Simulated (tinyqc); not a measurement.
Worked calculation: sp3 tight binding, zinc-blende lattice. Computed by tinyqc, a small Python program that keeps every step. Command: `OMP_NUM_THREADS=1 python tinyqc.py 22029 22030 out.jsonl` (the two numbers bound the seeds that draw the settings). One thread of a shared host (Intel(R) Xeon(R) Processor @ 2.60GHz), about 0.01 s of CPU time with the checks.

## Bloch Hamiltonian at k

Parameters chosen for this model: zinc-blende lattice, anion at 0, cation at a/4 (1,1,1); V = eta hbar^2 / (m d^2), hbar^2/m = 7.619964 eV angstrom^2:

| parameter | value | unit |
|---|---|---|
| a | 4.660000 | angstrom |
| d | 2.017839 | angstrom |
| Es anion | -14.510000 | eV |
| Ep anion | -6.350000 | eV |
| Es cation | -11.680000 | eV |
| Ep cation | -4.870000 | eV |
| eta ss | -1.390000 |  |
| eta sp | 1.760000 |  |
| eta pp sigma | 2.860000 |  |
| eta pp pi | -0.670000 |  |
| V ss | -2.601325 | eV |
| V sp | 3.293764 | eV |
| V pp sigma | 5.352367 | eV |
| V pp pi | -1.253876 | eV |

k point k (2 pi / a): 0.650000  -0.540000  0.550000

Slater-Koster rules over the four bonds with direction cosines (l, m, n): ss V_ss; s-px l V_sp; px-s -l V_sp; px-px l^2 V_pps + (1 - l^2) V_ppp; px-py l m (V_pps - V_ppp); each times exp(i k.d).

H(k) at k (eV):
```
                      a s                 a px                a py                 a pz
a s            -14.510000             0.000000            0.000000             0.000000
a px             0.000000            -6.350000            0.000000             0.000000
a py             0.000000             0.000000           -6.350000             0.000000
a pz             0.000000             0.000000            0.000000            -6.350000
c s   -2.335019+5.060477i  -2.266982+2.785533i  3.261441-1.936185i  -3.159567+1.998613i
c px   2.266982-2.785533i   0.851134-1.844586i  3.658719-2.314356i  -3.776686+2.242066i
c py  -3.261441+1.936185i   3.658719-2.314356i  0.851134-1.844586i   2.625122-3.225595i
c pz   3.159567-1.998613i  -3.776686+2.242066i  2.625122-3.225595i   0.851134-1.844586i

                      c s                 c px                 c py                 c pz
a s   -2.335019-5.060477i   2.266982+2.785533i  -3.261441-1.936185i   3.159567+1.998613i
a px  -2.266982-2.785533i   0.851134+1.844586i   3.658719+2.314356i  -3.776686-2.242066i
a py   3.261441+1.936185i   3.658719+2.314356i   0.851134+1.844586i   2.625122+3.225595i
a pz  -3.159567-1.998613i  -3.776686-2.242066i   2.625122+3.225595i   0.851134+1.844586i
c s            -11.680000             0.000000             0.000000             0.000000
c px             0.000000            -4.870000             0.000000             0.000000
c py             0.000000             0.000000            -4.870000             0.000000
c pz             0.000000             0.000000             0.000000            -4.870000
```

## Levels at k

Diagonalise the Hermitian matrix.

eigenvalues (eV): -20.859339  -16.519276  -12.053102  -11.803501  -3.015318  0.580352  0.685492  3.134691

weights |c|^2 of the basis functions:
```
        band 1    band 2    band 3    band 4    band 5    band 6    band 7    band 8
a s   0.576409  0.104604  0.004536  0.000042  0.272955  0.000204  0.003967  0.037283
a px  0.006231  0.136841  0.365796  0.000064  0.066351  0.005427  0.272414  0.146876
a py  0.012329  0.129083  0.089854  0.282293  0.050106  0.255286  0.044914  0.136135
a pz  0.011606  0.129715  0.096496  0.277334  0.048334  0.179298  0.119681  0.137536
c s   0.322038  0.233227  0.006841  0.000062  0.388289  0.000218  0.004286  0.045039
c px  0.018727  0.097863  0.284930  0.000063  0.071004  0.006954  0.346690  0.173769
c py  0.026855  0.083757  0.072931  0.222077  0.052190  0.324580  0.056762  0.160848
c pz  0.025804  0.084911  0.078614  0.218064  0.050772  0.228033  0.151288  0.162514
```

## Bloch Hamiltonian at G

k point G (2 pi / a): 0  0  0

As before.

H(k) at G (eV):
```
             a s       a px       a py       a pz         c s       c px       c py       c pz
a s   -14.510000   0.000000   0.000000   0.000000  -10.405300   0.000000   0.000000   0.000000
a px    0.000000  -6.350000   0.000000   0.000000    0.000000   3.792819   0.000000   0.000000
a py    0.000000   0.000000  -6.350000   0.000000    0.000000   0.000000   3.792819   0.000000
a pz    0.000000   0.000000   0.000000  -6.350000    0.000000   0.000000   0.000000   3.792819
c s   -10.405300   0.000000   0.000000   0.000000  -11.680000   0.000000   0.000000   0.000000
c px    0.000000   3.792819   0.000000   0.000000    0.000000  -4.870000   0.000000   0.000000
c py    0.000000   0.000000   3.792819   0.000000    0.000000   0.000000  -4.870000   0.000000
c pz    0.000000   0.000000   0.000000   3.792819    0.000000   0.000000   0.000000  -4.870000
```

## Levels at G

As before.

eigenvalues (eV): -23.596071  -9.474334  -9.474334  -9.474334  -2.593929  -1.745666  -1.745666  -1.745666

## Bands along a path

The same steps at evenly spaced points between the labelled ones.

Bands along the path (eV):

| k | band 1 | band 2 | band 3 | band 4 | band 5 | band 6 | band 7 | band 8 |
|---|---|---|---|---|---|---|---|---|
| L | -20.505190 | -17.110918 | -11.953879 | -11.953879 | -3.137368 | 0.733879 | 0.733879 | 3.343476 |
| L-G 0.25 | -21.317093 | -15.859018 | -11.654666 | -11.654666 | -3.023639 | 0.434666 | 0.434666 | 2.789750 |
| L-G 0.50 | -22.494465 | -13.419732 | -10.862517 | -10.862517 | -2.758119 | -0.357483 | -0.357483 | 1.262316 |
| L-G 0.75 | -23.309759 | -10.836335 | -9.927394 | -9.927394 | -2.535293 | -1.292606 | -1.292606 | -0.728613 |
| G | -23.596071 | -9.474334 | -9.474334 | -9.474334 | -2.593929 | -1.745666 | -1.745666 | -1.745666 |
| G-X 0.25 | -23.212029 | -10.528197 | -10.528197 | -10.397180 | -2.182986 | -1.617805 | -0.691803 | -0.691803 |
| G-X 0.50 | -22.090382 | -12.550755 | -12.431556 | -12.431556 | -1.524643 | -1.244220 | 1.211556 | 1.211556 |
| G-X 0.75 | -20.342767 | -15.123366 | -13.909312 | -13.909312 | -1.116932 | -0.826936 | 2.689312 | 2.689312 |
| X | -18.695171 | -17.074958 | -14.449353 | -14.449353 | -0.955042 | -0.684829 | 3.229353 | 3.229353 |
| X-W 0.25 | -18.695171 | -17.074958 | -14.449353 | -14.449353 | -0.955042 | -0.684829 | 3.229353 | 3.229353 |
| X-W 0.50 | -18.695171 | -17.074958 | -14.449353 | -14.449353 | -0.955042 | -0.684829 | 3.229353 | 3.229353 |
| X-W 0.75 | -18.695171 | -17.074958 | -14.449353 | -14.449353 | -0.955042 | -0.684829 | 3.229353 | 3.229353 |
| W | -18.695171 | -17.074958 | -14.449353 | -14.449353 | -0.955042 | -0.684829 | 3.229353 | 3.229353 |

With 4 band(s) filled, the highest filled level on these points lies at G and the lowest empty one at L: a gap of 6.3370 eV, indirect.
